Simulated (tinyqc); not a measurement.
Inside a calculation (part 2 of 2). Method: UKS/BP86 in the sto-6g basis, for BeH, spin multiplicity 2. Computed by tinyqc, a small Python program that keeps every step (integrals from PySCF). Command: `OMP_NUM_THREADS=1 python tinyqc.py 25824 25825 out.jsonl` (the two numbers bound the seeds that draw the settings). One thread of a shared host (Intel(R) Xeon(R) Processor @ 2.60GHz), about 3 s of CPU time with the checks.

Geometry (angstrom):
```
atom         x         y         z
Be    0.000000  0.000000  0.000000
H     0.000000  0.000000  2.003000
```

## Convergence

Stop when the energy changes by less than 1e-08 hartree and every element of the error matrix X^T (F D S - S D F) X (for each spin) is below 3e-05.

Course of the cycle:
```
iteration   E (hartree)     change  largest element of the error matrix
1          -14.89708605          -                             1.45e-01
2          -15.01573858  -1.19e-01                             9.98e-02
3          -15.01380902   1.93e-03                             1.47e-01
4          -15.02326519  -9.46e-03                             1.19e-01
5          -14.99583661   2.74e-02                             1.54e-01
6          -15.00749855  -1.17e-02                             1.23e-01
7          -14.97639722   3.11e-02                             1.60e-01
8          -14.99235333  -1.60e-02                             1.24e-01
9          -14.95828268   3.41e-02                             1.64e-01
10         -14.97769746  -1.94e-02                             1.24e-01
11         -14.94157772   3.61e-02                             1.68e-01
12         -14.96397066  -2.24e-02                             1.23e-01
13         -14.92711571   3.69e-02                             1.70e-01
14         -14.95219770  -2.51e-02                             1.21e-01
...                 ...        ...                                  ...
49         -14.89515154   3.25e-02                             1.74e-01
50         -14.92769522  -3.25e-02                             1.16e-01
51         -14.89515109   3.25e-02                             1.74e-01
52         -14.92769489  -3.25e-02                             1.16e-01
53         -14.89515083   3.25e-02                             1.74e-01
54         -14.92769471  -3.25e-02                             1.16e-01
55         -14.89515069   3.25e-02                             1.74e-01
56         -14.92769461  -3.25e-02                             1.16e-01
57         -14.89515062   3.25e-02                             1.74e-01
58         -14.92769456  -3.25e-02                             1.16e-01
59         -14.89515058   3.25e-02                             1.74e-01
60         -14.92769453  -3.25e-02                             1.16e-01
61         -14.89515055   3.25e-02                             1.74e-01
62         -14.92769451  -3.25e-02                             1.16e-01
```

PySCF UKS in the same basis, fine grid, after a stability check = -15.12538766 hartree

Not converged within the cap of 62 iterations: the residual has stopped falling: the iteration swings between two states. Reruns (cap 100 unless said): DIIS 8: converged in 9; damping 0.5: converged in 28; level shift 0.5: not converged; atomic densities as start, DIIS 8: converged in 9; the original settings with a cap of 400: not converged.
